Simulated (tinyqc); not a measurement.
Convergence with the basis: effective-mass impurity with a central-cell term, in a basis of Slater functions. Computed by tinyqc, a small Python program. Command: `OMP_NUM_THREADS=1 python tinyqc.py 3018048 3018049 out.jsonl centralcell walk`. One thread of a shared host (Intel(R) Xeon(R) Processor @ 2.30GHz), about 0.01 s of CPU time with the checks.

The envelope obeys H = -nabla^2 - (2/r) [Z + A exp(-kappa r)] in effective units, with kappa = a*/lambda; positive A deepens the well near the core.

Inputs (values chosen for the exercise, with mass and screening modelled on AlN):
```
quantity                   value      unit
effective mass m           0.314       m_0
dielectric constant eps     8.26         -
charge Z of the core           1         -
central-cell strength A        2         -
central-cell range lambda    2.5  angstrom
smallest exponent zeta_1    0.38      1/a*
ratio beta of exponents        2         -
```

Impurity: donor, one isotropic band.

Constants: Ry = 13.605693123 eV; a_0 = 0.529177210903 angstrom.

Method:
- Units: Ry* = Ry m/eps^2 and a* = a_0 eps/m, with m in m_0.
- kappa = a*/lambda; the hydrogenic ground state is bound by Z^2 Ry*.
- For s functions exp(-zeta r), with s = zeta_i + zeta_j: S = 2/s^3, T = zeta_i zeta_j S, V = -2 Z/s^2, W = -2 A/(s + kappa)^2; each function is normalised by dividing by sqrt(S_ii S_jj).
- Large basis: zeta_i = 0.06 x 1.6^(i-1), i = 1..22, same formulas; for p functions r exp(-zeta r): S = 24/s^5, T = zeta_i zeta_j S (centrifugal term included), V = -12 Z/s^4, W = -12 A/(s + kappa)^4; overlap eigenvalues below 1e-11 are dropped.
- Binding energies are -E Ry*; the effective quantum number is nu = Z/sqrt(-E); |psi(0)|^2 is given relative to the hydrogenic Z^3/(pi a*^3).
- zeta_i = zeta_1 beta^(i-1), i = 1..n.
- The error is the lowest level above the large-basis value.

kappa = 5.56816 1/a*

Ry* = 62.6167 meV

1s binding energy = 97.3784 meV

Error of the 1s level:
```
n  error (meV)  largest exponent (1/a*)
1   5.7459e+01                     0.38
2   2.4549e+01                     0.76
3   4.0768e+00                     1.52
4   7.1547e-01                     3.04
5   1.4851e-02                     6.08
6   1.4442e-02                    12.16
7   1.3163e-02                    24.32
8   1.2599e-02                    48.64
```

What does the comparison show, and why?

The error falls from 57.5 to 0.0126 meV. The last function changes it by less than 5 %: it has levelled off, and what remains is set by beta and zeta_1, not by the range of exponents. Caution: the density at the core is many times hydrogenic, so the result hangs on the model potential inside one cell, where the envelope picture is weak.

Extremes, crossings and ranges named in words are read from the listed rows.
